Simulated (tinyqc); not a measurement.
Solubility, supersaturation, precipitation and gettering of an impurity in a silicon-like host: one step, computed by the program tinyqc. Command: `OMP_NUM_THREADS=1 python tinyqc.py 3009716 3009717 out.jsonl ripen walk`. One thread of a shared host (Intel(R) Xeon(R) Processor @ 2.30GHz), about 0.01 s of CPU time with the checks.

The wafer was saturated at T1 and is then held at T.

Problem. Segregation into a layer on one face. k = k_0 exp(E_g/(k_B T)); in equilibrium the bulk keeps C/C0 = 1/(1 + k t_g/w). For a strong sink on one face the slowest diffusion mode has tau_w = 4 w^2/(pi^2 D), and C/C0 is estimated as c_eq + (1 - c_eq)(8/pi^2) sum over odd m up to 99 of exp(-m^2 t/tau_w)/m^2. Precipitation is left out here.

Inputs (values chosen for the exercise, modelled on nickel in silicon):
```
quantity,value,unit
temperature of saturation T1,1350,K
anneal temperature T,908,K
anneal time t,94,s
wafer thickness w,625,micrometre
segregation energy E_g,1.1,eV
segregation prefactor k_0,0.0021,-
getter layer thickness t_g,0.24,micrometre
```

Gettering: segregation gettering in a layer.

D(T) = 4.492302e-06 cm^2/s

Constants: k_B = 8.617333262e-05 eV/K.

Give: segregation coefficient k; equilibrium C/C0; tau_w; mean C/C0 at t.

Solution.

segregation coefficient k = 2677

equilibrium C/C0 = 0.4931

tau_w = 352.4 s

mean C/C0 at t = 0.8119

Diffusion and capacity both matter. Caution: the barrier to homogeneous nucleation is below 35 k_B T for these inputs, so new precipitates would form and outnumber the fixed sinks assumed here.
